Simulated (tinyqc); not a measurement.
# Trench capacitor in an array: capacitance, non-linearity, leakage and relaxation: capacitance, non-linearity and leakage against thickness

A film between two metal electrodes, each interface adding a series capacitance ci. The small-signal permittivity is ek (1 + aq E^2); the field is found with the linear permittivity. Leakage J = J0 sinh(E/Ef). After a voltage step the film passes a relaxation current kr C V tt^(-nr), tt being the time in seconds. The sidewall is a coaxial capacitor with radii a = dm/2 - t and b = dm/2, depth AR dm; the end face is left out.

Planar film: Cf = eps0 ek/t, 1/C = 1/Cf + 2/ci, EOT = 3.9 eps0/C, effective permittivity C t/eps0, E = (V/t) C/Cf; quadratic coefficient [C(V)/C - 1]/V^2 with Cf (1 + aq E^2) in C(V).

Values chosen for this exercise; permittivity of the order of that of hafnium oxide: relative permittivity of the film ek = 21; capacitance of each electrode interface (dead layer and screening) ci = 210 uF/cm^2; quadratic field coefficient of the permittivity aq = 0.0092 cm^2/MV^2; bias V = 1.8 V; leakage prefactor J0 = 1.2e-10 A/cm^2; field for an e-fold rise of the leakage Ef = 0.21 MV/cm.

Constants: eps0 = 8.8541878128e-14 F/cm where lengths are in cm. Results are converted to the units shown.

Capacitance, non-linearity and leakage against thickness:

| t (nm) | C (uF/cm^2) | EOT (nm) | effective permittivity | E (MV/cm) | quadratic coefficient (ppm/V^2) | J (A/cm^2) |
|---|---|---|---|---|---|---|
| 3.4 | 5.198 | 0.6643 | 19.96 | 5.032 | 6.756e4 | 1.530 |
| 4.9 | 3.662 | 0.9429 | 20.27 | 3.545 | 3.431e4 | 0.001289 |
| 7 | 2.591 | 1.333 | 20.48 | 2.508 | 1.739e4 | 9.222e-6 |
| 10 | 1.827 | 1.890 | 20.63 | 1.769 | 8724 | 2.728e-7 |
| 14 | 1.312 | 2.633 | 20.74 | 1.270 | 4519 | 2.534e-8 |
| 21 | 0.8780 | 3.933 | 20.82 | 0.8500 | 2034 | 3.434e-9 |
| 29 | 0.6373 | 5.419 | 20.87 | 0.6169 | 1074 | 1.129e-9 |
| 42 | 0.4409 | 7.833 | 20.91 | 0.4268 | 515.0 | 4.500e-10 |
| 60 | 0.3090 | 11.18 | 20.94 | 0.2991 | 253.3 | 2.349e-10 |

C falls from 5.20 to 0.309 uF/cm^2 while the effective permittivity goes from 20.0 to 20.9 (ek = 21). EOT is a straight line in t with slope 3.9/ek = 0.186 and intercept 0.0329 nm. The quadratic coefficient goes as t^(-1.85) between the first two rows and t^(-1.99) between the last two (-2 without interfaces), and J falls by 9.81 decades. For t = 3.4 direct tunnelling, left out, would add to the leakage.

Program tinyqc, `OMP_NUM_THREADS=1 python tinyqc.py 2102057 2102058 out.jsonl`; Intel Xeon 2.30GHz, shared host, one thread, about 0.01 s.
